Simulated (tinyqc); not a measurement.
Worked calculation: UHF in the sto-3g basis, for BeH2, spin multiplicity 1. This run ends on a higher stationary point, not on the lowest solution. One step of it, computed by the program tinyqc.

Question. Iteration 2: DIIS coefficients. Solve [B -1; -1 0][c; lambda] = [0; -1] for the coefficients, which sum to one.

B (overlaps of the stored error matrices):
```
                1               2
1   3.7435997e-01  -1.2140705e-01
2  -1.2140705e-01   7.1956321e-02
```

Give: DIIS coefficients.

Answer.

DIIS coefficients: 0.2806  0.7194
